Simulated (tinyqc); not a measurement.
p-n diode, drift-diffusion by the Gummel loop with Scharfetter-Gummel fluxes: two steps of the calculation.

Abrupt junction at x = 0, p side from -Lp, n side to Ln, ohmic contacts. psi is counted from the intrinsic level; n = ni exp((psi - phin)/Vt), p = ni exp((phip - psi)/Vt). Contacts: p side psi = V - Vt ln(Na/ni), p = Na, n = ni^2/Na; n side psi = Vt ln(Nd/ni), n = Nd, p = ni^2/Nd. Constant mobilities, D = mu Vt, Boltzmann statistics, SRH recombination through a mid-gap level, U = (n p - ni^2)/(tp (n + ni) + tn (p + ni)). Current is positive from the p contact to the n contact.

Parameters, values chosen for the exercise; band and dielectric values close to those of gallium arsenide:
- T = 300 K (temperature)
- Na = 3.1e17 cm^-3 (acceptor density of the p side)
- Nd = 1.7e16 cm^-3 (donor density of the n side)
- mun = 4800 cm^2/(V s) (electron mobility)
- mup = 260 cm^2/(V s) (hole mobility)
- tn = 1e-8 s (SRH lifetime of electrons)
- tp = 5e-9 s (SRH lifetime of holes)
- G = 0 cm^-3 s^-1 (uniform generation rate)

Constants: q = 1.602176634e-19 C, kB = 1.380649e-23 J/K, Vt = kB T/q. Results are converted to the units shown.

Problem 1. Electron continuity. With psi and p held, F_i = (mun Vt/h_i) [n_(i+1) B(d_i) - n_i B(-d_i)], d_i = (psi_(i+1) - psi_i)/Vt, B(d) = d/(exp(d) - 1); solve F_i - F_(i-1) = w_i [(n_i p_i - ni^2)/den_i - G] for the new n, with den = tp (n + ni) + tn (p + ni) taken at the old n and p, h_i = x_(i+1) - x_i, w_i = (h_(i-1) + h_i)/2; phin = psi - Vt ln(n/ni).

```
node  x (nm)      psi (V)  n after Poisson (cm^-3)  p after Poisson (cm^-3)
0      -1100  -0.15151449             3.9942768e-5                   3.1e17
1       -546  -0.15151449                10024.633             3.1000000e17
2       -264  -0.15151449                10024.635             3.0999993e17
3       -120  -0.15151136                10025.847             3.0996245e17
4      -46.8  -0.15109743                10187.668             3.0503900e17
5       -9.5  -0.13676435                17736.173             1.7521458e17
6        9.5  -0.02988489              1.1075309e6             2.8059136e15
7       45.4   0.14510091              9.6380215e8             3.2243507e12
8        113   0.39243718             1.3773817e13              2.2561909e8
9        241   0.56704446             1.1812112e16              2.6308895e5
10       483   0.57633646             1.6921011e16              1.8365546e5
11       940   0.57645686                   1.7e16             7.2836812e-4
```

ni = 3.5188433e6 cm^-3

Wanted: new n; phin after round 1.

Solution 1.

```
node  new n (cm^-3)  phin after round 1 (V)
0          3.994e-5                  0.5000
1              5119                  0.0174
2              7730                  0.0067
3              9066                  0.0026
4              9897                  0.0007
5           1.769e4                  0.0001
6           1.107e6                  0.0000
7           9.638e8                  0.0000
8          1.377e13                  0.0000
9          1.181e16                  0.0000
10         1.692e16                  0.0000
11         1.700e16                  0.0000
```

Problem 2. Recombination and current. U_i as defined. J = Jn at the p contact + Jp at the n contact + q sum w_i U_i - q G sum w_i over the inner nodes, which avoids differences of large majority fluxes: Jn = (q mun Vt/h_0)[n_1 B(d_0) - n_0 B(-d_0)], Jp = (q mup Vt/h_last)[p_(N-1) B(d_last) - p_N B(-d_last)], d_i = (psi_(i+1) - psi_i)/Vt, B(d) = d/(exp(d) - 1), w_i = (h_(i-1) + h_i)/2.

```
node  x (nm)  converged psi (V)  converged n (cm^-3)  converged p (cm^-3)
0      -1100        -0.15151449         3.9942768e-5               3.1e17
1       -546        -0.15151449            5119.3690         3.1000000e17
2       -264        -0.15151449            7730.1217         3.0999993e17
3       -120        -0.15151136            9066.1973         3.0996245e17
4      -46.8        -0.15109743            9897.2327         3.0503900e17
5       -9.5        -0.13676435            17693.311         1.7521458e17
6        9.5        -0.02988489          1.1074771e6         2.8059136e15
7       45.4         0.14510091          9.6379924e8         3.2243506e12
8        113         0.39243718         1.3773817e13          2.2557063e8
9        241         0.56704446         1.1812112e16          2.5745287e5
10       483         0.57633646         1.6921011e16          1.2268269e5
11       940         0.57645686               1.7e16         7.2836812e-4
```

ni = 3.5188433e6 cm^-3

Wanted: U; Jn at the p contact; Jp at the n contact; recombination; generation; J.

Solution 2.

U, node 0 to 11 (cm^-3 s^-1): 0  5.1194e11  7.7301e11  9.0662e11  9.8972e11  1.7693e12  1.1075e14  9.6365e16  4.5113e16  5.1491e13  2.4537e13  0
Jn at the p contact = 1.8372e-9 A/cm^2
Jp at the n contact = 2.8843e-9 A/cm^2
recombination = 1.5094e-7 A/cm^2
generation = 0 A/cm^2
J = 1.5566e-7 A/cm^2

Computed by the program tinyqc: `OMP_NUM_THREADS=1 python tinyqc.py 2240173 2240174 out.jsonl`, one thread of a shared Intel Xeon 2.30GHz, about 0.2 s for the whole run.
